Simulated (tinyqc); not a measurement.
Capacitance measurement on a leaky thin oxide: effects of series resistance and leakage: two steps of the calculation.

The device is a capacitance C in parallel with a leakage conductance G, in series with Rs and Ls. An impedance meter reports either a parallel pair (Cp, Gp) from Y = 1/Z = Gp + i w Cp or a series pair (Cs, Rm) from Z = Rm + 1/(i w Cs); w = 2 pi f, dissipation D = Gp/(w |Cp|).

Parameters, values chosen for the exercise; values of the order met in thin-oxide MOS capacitors:
- eox = 25.2 (relative permittivity of the gate insulator (close to zirconium oxide))
- tox = 8.4 nm (insulator thickness)
- A = 2500 um^2 (gate area)
- zc = 0.49 nm (oxide-equivalent thickness added by the accumulation layer)
- zp = 0 nm (oxide-equivalent thickness added by gate depletion)
- Jg = 0.19 A/cm^2 (gate leakage current density, not matched to the thickness)
- Vs = 0.32 V (voltage for an e-fold rise of the leakage)
- Rs = 290 ohm (series resistance)
- Ls = 0 nH (series inductance)
- f = 10000 Hz (measuring frequency)

Constants: eps0 = 8.8541878128e-14 F/cm where lengths are in cm. Results are converted to the units shown.

Problem 1. True capacitance and conductance. EOT = 3.9 tox/eox; CET = EOT + zc + zp; C = 3.9 eps0 A/CET; G = Jg A/Vs.

Wanted: EOT; CET; C; G.

Solution 1.

EOT = 1.300 nm
CET = 1.790 nm
C = 48.23 pF
G = 14.84 uS

Problem 2. What the meter reports. Z = Rs + i w Ls + 1/(G + i w C).

C = 48.228118 pF
G = 14.843750 uS

Find: Z; Cp; Gp; Cs; D.

Solution 2.

Z = (6.496-1.320i) x 1e4 ohm
Cp = 47.82 pF
Gp = 14.78 uS
Cs = 1205 pF
D = 4.920

Cp is 0.86 % below C and Cs is 25.0 times it; G Rs = 0.00430, w C Rs = 8.79e-4 and G/(w C) = 4.90.

tinyqc, about 0.01 s, one thread, Intel Xeon 2.30GHz (shared host): `OMP_NUM_THREADS=1 python tinyqc.py 2022169 2022170 out.jsonl`
